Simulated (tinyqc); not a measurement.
CCSD on RHF in the sto-6g basis, for BeH2, spin multiplicity 1, step by step. One step of it, computed by the program tinyqc.

Question. CCSD: starting amplitudes. t_ij^ab = <ij||ab> / (e_i + e_j - e_a - e_b), whose energy is MP2.

orbital energies (hartree): MO1 -4.594673, MO2 -0.441728, MO3 -0.403292, MO4 0.209375, MO5 0.209931, MO6 0.414406, MO7 0.821620

Two-electron integrals over orbitals (pq|rs), unique and non-zero (hartree):
```
(11|11) 2.280699    (21|11) -0.192242   (21|21) 0.025444    (22|11) 0.474631
(22|21) -0.005925   (22|22) 0.390913    (31|11) -0.011959   (31|21) 0.001198
(31|22) -0.002109   (31|31) 0.005681    (32|11) 0.000378    (32|21) -0.001098
(32|22) -0.023047   (32|31) 0.012340    (32|32) 0.160318    (33|11) 0.441011
(33|21) -0.002379   (33|22) 0.397899    (33|31) 0.001405    (33|32) 0.019165
(33|33) 0.426232    (41|11) 0.014365    (41|21) -0.001761   (41|22) 0.001119
(41|31) -0.000115   (41|32) 0.000016    (41|33) 0.000617    (41|41) 0.016110
(42|11) -0.006490   (42|21) 0.000569    (42|22) 0.003309    (42|31) 0.000032
(42|32) -0.000270   (42|33) 0.003424    (42|41) 0.014742    (42|42) 0.047705
(43|11) -0.000561   (43|21) 0.000041    (43|22) -0.000378   (43|31) -0.000045
(43|32) 0.004252    (43|33) 0.000783    (43|41) 0.000944    (43|42) 0.002106
(43|43) 0.013947    (44|11) 0.569769    (44|21) -0.007187   (44|22) 0.361211
(44|31) -0.000433   (44|32) -0.000058   (44|33) 0.347047    (44|41) -0.001850
(44|42) -0.008976   (44|43) -0.000678   (44|44) 0.450538    (51|51) 0.016037
(52|51) 0.014832    (52|52) 0.047687    (53|51) 0.000950    (53|52) 0.002111
(53|53) 0.013769    (54|51) -0.001150   (54|52) -0.003026   (54|53) -0.000205
(54|54) 0.024418    (55|11) 0.570055    (55|21) -0.007157   (55|22) 0.361444
(55|31) -0.000432   (55|32) -0.000056   (55|33) 0.347106    (55|41) 0.000437
(55|42) -0.002965   (55|43) -0.000271   (55|44) 0.401494    (55|55) 0.450117
(61|11) -0.197166   (61|21) 0.026788    (61|22) -0.006620   (61|31) 0.001863
(61|32) 0.000220    (61|33) -0.003290   (61|41) -0.000910   (61|42) 0.001355
(61|43) 0.000086    (61|44) -0.005266   (61|55) -0.005096   (61|61) 0.028506
(62|11) 0.128749    (62|21) -0.006733   (62|22) -0.021019   (62|31) -0.000167
(62|32) 0.006764    (62|33) -0.042895   (62|41) 0.001328    (62|42) -0.001265
(62|43) 0.000022    (62|44) 0.059099    (62|55) 0.059686    (62|61) -0.005321
(62|62) 0.080250    (63|11) 0.012461    (63|21) -0.000404   (63|22) 0.011435
(63|31) -0.001332   (63|32) -0.091772   (63|33) -0.014954   (63|41) 0.000089
(63|42) 0.000006    (63|43) -0.003552   (63|44) 0.005992    (63|55) 0.006038
(63|61) -0.000445   (63|62) 0.002607    (63|63) 0.084182    (64|11) 0.005426
(64|21) 0.000206    (64|22) 0.001078    (64|31) -4.76e-06   (64|32) -0.000106
(64|33) -0.001080   (64|41) 0.016184    (64|42) 0.046188    (64|43) 0.003282
(64|44) -0.001967   (64|55) 0.002151    (64|61) 0.001257    (64|62) 0.007165
(64|63) 0.000693    (64|64) 0.050325    (65|51) 0.016355    (65|52) 0.046867
(65|53) 0.003336    (65|54) -0.002087   (65|65) 0.050856    (66|11) 0.481026
(66|21) -0.007305   (66|22) 0.388187    (66|31) -0.000099   (66|32) 0.003945
(66|33) 0.399730    (66|41) 0.002918    (66|42) 0.008482    (66|43) 0.000723
(66|44) 0.362451    (66|55) 0.363251    (66|61) -0.007154   (66|62) -0.028385
(66|63) -0.005195   (66|64) 0.005739    (66|66) 0.405590    (71|11) 0.003480
(71|21) -0.001216   (71|22) -0.002511   (71|31) 0.010554    (71|32) 0.018911
(71|33) 0.002478    (71|41) 0.000012    (71|42) -0.000012   (71|43) -0.000216
(71|44) 0.000053    (71|55) 0.000049    (71|61) -0.000154   (71|62) 0.000363
(71|63) -0.000665   (71|64) -0.000050   (71|66) 0.000705    (71|71) 0.020360
(72|11) -0.011089   (72|21) 0.000149    (72|22) 0.006853    (72|31) 0.004028
(72|32) -0.042779   (72|33) -0.002996   (72|41) -0.000012   (72|42) 0.000631
(72|43) -0.003802   (72|44) -0.004753   (72|55) -0.004762   (72|61) 0.000459
(72|62) -0.009381   (72|63) 0.061473    (72|64) -0.000245   (72|66) 0.000566
(72|71) 0.007753    (72|72) 0.058152    (73|11) 0.145224    (73|21) -0.004351
(73|22) -0.003396   (73|31) 0.000144    (73|32) 0.000223    (73|33) -0.019223
(73|41) -0.000099   (73|42) -0.005391   (73|43) -0.000587   (73|44) 0.064331
(73|55) 0.064365    (73|61) -0.003467   (73|62) 0.075335    (73|63) 0.009319
(73|64) 0.002901    (73|66) -0.021704   (73|71) 0.000743    (73|72) -0.004077
(73|73) 0.084609    (74|11) -0.000063   (74|21) 0.000059    (74|22) 0.001197
(74|31) -0.000885   (74|32) -0.009051   (74|33) -0.001194   (74|41) -0.000344
(74|42) -0.001890   (74|43) 0.013237    (74|44) 0.000101    (74|55) 1.61e-06
(74|61) -0.000054   (74|62) -0.000445   (74|63) 0.005438    (74|64) -0.000710
(74|66) -0.000409   (74|71) -0.001500   (74|72) 0.001532    (74|73) -0.000055
(74|74) 0.017301    (75|51) -0.000348   (75|52) -0.001915   (75|53) 0.013465
(75|54) 0.000050    (75|65) -0.000736   (75|75) 0.016739    (76|11) 0.000622
(76|21) -0.000749   (76|22) -0.018824   (76|31) 0.010507    (76|32) 0.140435
(76|33) 0.018862    (76|41) -0.000054   (76|42) -0.000428   (76|43) 0.004753
(76|44) -0.000246   (76|55) -0.000270   (76|61) 0.000337    (76|62) 0.005201
(76|63) -0.091814   (76|64) -0.000341   (76|66) 0.004963    (76|71) 0.016493
(76|72) -0.052110   (76|73) -0.000943   (76|74) -0.007877   (76|76) 0.137838
(77|11) 0.563523    (77|21) -0.007782   (77|22) 0.416973    (77|31) -0.000822
(77|32) -0.006975   (77|33) 0.432953    (77|41) 0.000370    (77|42) 0.000714
(77|43) -0.000169   (77|44) 0.385279    (77|55) 0.385106    (77|61) -0.008124
(77|62) -0.027904   (77|63) 0.002435    (77|64) -0.002222   (77|66) 0.425354
(77|71) -0.000328   (77|72) 0.003851    (77|73) -0.004067   (77|74) 0.000322
(77|76) -0.004740   (77|77) 0.473589
```

Give: Starting amplitudes; correlation energy.

Answer.

Starting amplitudes (spin orbitals 1a, 1b, ...; amplitudes related by a flip of all spins are not repeated; the 24 largest):
```
from      to        t
3a 3b  6a 6b  -0.0515
2a 2b  6a 6b  -0.0469
2a 2b  4a 4b  -0.0366
2a 2b  5a 5b  -0.0366
2a 3b  6a 7b  -0.0362
3a 3b  7a 7b  -0.0345
2a 3b  6b 7a   0.0295
2a 2b  7a 7b  -0.0230
3a 3b  4a 4b  -0.0114
3a 3b  5a 5b  -0.0112
2a 3a  6a 7a  -0.0067
3a 3b  6a 7b  -0.0046
2a 2b  6a 7b   0.0044
2a 3b  4a 7b   0.0029
1a 1b  6a 6b  -0.0028
1a 2b  5a 5b  -0.0027
1a 2b  4a 4b  -0.0027
3a 3b  4a 6b   0.0025
2a 3b  4b 7a  -0.0020
1a 1b  7a 7b  -0.0019
1a 1b  4a 4b  -0.0017
1a 1b  5a 5b  -0.0017
2a 3b  5a 5b  -0.0017
2a 3b  4a 4b  -0.0017
```

correlation energy = -0.026075 hartree
